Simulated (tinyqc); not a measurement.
Inside a calculation. Method: coherent transport through a tight-binding region between two chains. One step of it, computed by the program tinyqc.

Task: Transmission at E = -0.07 eV. Surface Green function g = (E - i sqrt(4 t^2 - E^2)) / (2 t^2); self-energy tc^2 g on each contact site; G = (E - H - Sigma)^(-1); Gamma = -2 Im Sigma; T = Gamma_L Gamma_R |G_LR|^2; local density of states -Im G_ii / pi.

H of the central region (eV):
```
,1,2,3,4
1,0.190000,-1.010000,0.000000,0.000000
2,-1.010000,0.960000,-2.010000,0.000000
3,0.000000,-2.010000,-0.630000,-2.010000
4,0.000000,0.000000,-2.010000,-0.120000
```

Leads: semi-infinite chains with site energy 0:
```
parameter,value
lead hopping t (eV),1.930000
coupling to the left lead (eV),0.790000
coupling to the right lead (eV),1.320000
left contact site,1
right contact site,4
```

E = -0.070000 eV

Give: g; G; local density of states; transmission.

Result:

g = -0.009-0.518i 1/eV

G (1/eV):
```
,1,2,3,4
1,0.421-1.106i,0.742-0.413i,0.169+0.344i,-0.789+0.317i
2,0.742-0.413i,0.054-0.342i,0.153+0.033i,-0.097+0.332i
3,0.169+0.344i,0.153+0.033i,-0.007-0.156i,0.347+0.011i
4,-0.789+0.317i,-0.097+0.332i,0.347+0.011i,0.000-0.335i
```

local density of states (1/eV): 0.352  0.109  0.050  0.107

transmission = 0.845
